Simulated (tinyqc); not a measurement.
p-n diode, drift-diffusion by the Gummel loop with Scharfetter-Gummel fluxes: two steps of the calculation.

Abrupt junction at x = 0, p side from -Lp, n side to Ln, ohmic contacts. psi is counted from the intrinsic level; n = ni exp((psi - phin)/Vt), p = ni exp((phip - psi)/Vt). Contacts: p side psi = V - Vt ln(Na/ni), p = Na, n = ni^2/Na; n side psi = Vt ln(Nd/ni), n = Nd, p = ni^2/Nd. Constant mobilities, D = mu Vt, Boltzmann statistics, SRH recombination through a mid-gap level, U = (n p - ni^2)/(tp (n + ni) + tn (p + ni)). Current is positive from the p contact to the n contact.

Inputs (values chosen for the exercise); band and dielectric values close to those of silicon:
- T = 300 K (temperature)
- eps_r = 11.7 (relative permittivity)
- Na = 1.2e16 cm^-3 (acceptor density of the p side)
- Nd = 4.2e17 cm^-3 (donor density of the n side)
- mun = 840 cm^2/(V s) (electron mobility)
- mup = 360 cm^2/(V s) (hole mobility)
- tn = 2e-7 s (SRH lifetime of electrons)
- tp = 1e-7 s (SRH lifetime of holes)
- G = 0 cm^-3 s^-1 (uniform generation rate)
- V = 0.56 V (bias of the p contact)

Constants: q = 1.602176634e-19 C, kB = 1.380649e-23 J/K, Vt = kB T/q, eps0 = 8.8541878128e-14 F/cm where lengths are in cm. Results are converted to the units shown.

Question 1. Poisson equation. With phin and phip held, solve a_i (psi_(i+1) - psi_i) - a_(i-1) (psi_i - psi_(i-1)) + q w_i (p_i - n_i + C_i) = 0 for the inner nodes by Newton steps to convergence; a_i = eps0 eps_r/h_i, h_i = x_(i+1) - x_i, w_i = (h_(i-1) + h_i)/2, C = -Na or +Nd.

```
node  x (nm)  phin at the start (V)  phip at the start (V)
0       -990                   0.56                   0.56
1       -559                      0                   0.56
2       -310                      0                   0.56
3       -167                      0                   0.56
4      -83.7                      0                   0.56
5      -35.7                      0                   0.56
6         -8                      0                   0.56
7          8                      0                   0.56
8       46.6                      0                   0.56
9        140                      0                   0.56
10       365                      0                   0.56
11       910                      0                   0.56
12      2220                      0                   0.56
13      5400                      0                      0
```

ni = 1.5687791e10 cm^-3

Wanted: psi; n after Poisson; p after Poisson.

Answer 1.

```
node  psi (V)  n after Poisson (cm^-3)  p after Poisson (cm^-3)
0      0.2098                  2.051e4                 1.200e16
1      0.2097                 5.221e13                 1.205e16
2      0.2099                 5.266e13                 1.195e16
3      0.2146                 6.329e13                 9.940e15
4      0.2484                 2.332e14                 2.698e15
5      0.3143                 2.984e15                 2.108e14
6      0.3762                 3.282e16                 1.917e13
7      0.4363                 3.347e17                 1.880e12
8      0.4421                 4.185e17                 1.503e12
9      0.4421                 4.200e17                 1.498e12
10     0.4421                 4.200e17                 1.498e12
11     0.4421                 4.200e17                 1.498e12
12     0.4421                 4.200e17                 1.498e12
13     0.4421                 4.200e17                    586.0
```

Question 2. Recombination and current. U_i as defined. J = Jn at the p contact + Jp at the n contact + q sum w_i U_i - q G sum w_i over the inner nodes, which avoids differences of large majority fluxes: Jn = (q mun Vt/h_0)[n_1 B(d_0) - n_0 B(-d_0)], Jp = (q mup Vt/h_last)[p_(N-1) B(d_last) - p_N B(-d_last)], d_i = (psi_(i+1) - psi_i)/Vt, B(d) = d/(exp(d) - 1), w_i = (h_(i-1) + h_i)/2.

```
node  x (nm)  converged psi (V)  converged n (cm^-3)  converged p (cm^-3)
0       -990         0.20976914            20508.898               1.2e16
1       -559         0.20971536         2.6445262e13         1.2024735e16
2       -310         0.20990821         4.1999649e13         1.1935232e16
3       -167         0.21464712         6.0095488e13         9.9361387e15
4      -83.7         0.24836906         2.3202881e14         2.6959422e15
5      -35.7         0.31427594         2.9834758e15         2.1062495e14
6         -8         0.37626413         3.2822550e16         1.9146058e13
7          8         0.43629427         3.3468741e17         1.8757404e12
8       46.6         0.44207422         4.1854390e17         1.4892650e12
9        140         0.44216350         4.1999756e17         1.4554542e12
10       365         0.44216288         4.2000139e17         1.3868469e12
11       910         0.44216080         4.2000122e17         1.2238143e12
12      2220         0.44215582         4.2000085e17         8.4786288e11
13      5400         0.44214372               4.2e17            585.96851
```

ni = 1.5687791e10 cm^-3

Find: U; Jn at the p contact; Jp at the n contact; recombination; generation; J.

Answer 2.

U, node 0 to 13 (cm^-3 s^-1): 0  1.321e20  2.096e20  2.996e20  1.112e21  1.846e21  1.912e20  1.876e19  1.489e19  1.455e19  1.387e19  1.224e19  8.479e18  0
Jn at the p contact = 2.137 A/cm^2
Jp at the n contact = 0.003977 A/cm^2
recombination = 0.004910 A/cm^2
generation = 0 A/cm^2
J = 2.146 A/cm^2

tinyqc, about 0.1 s, one thread, Intel Xeon 2.30GHz (shared host): `OMP_NUM_THREADS=1 python tinyqc.py 2240109 2240110 out.jsonl`
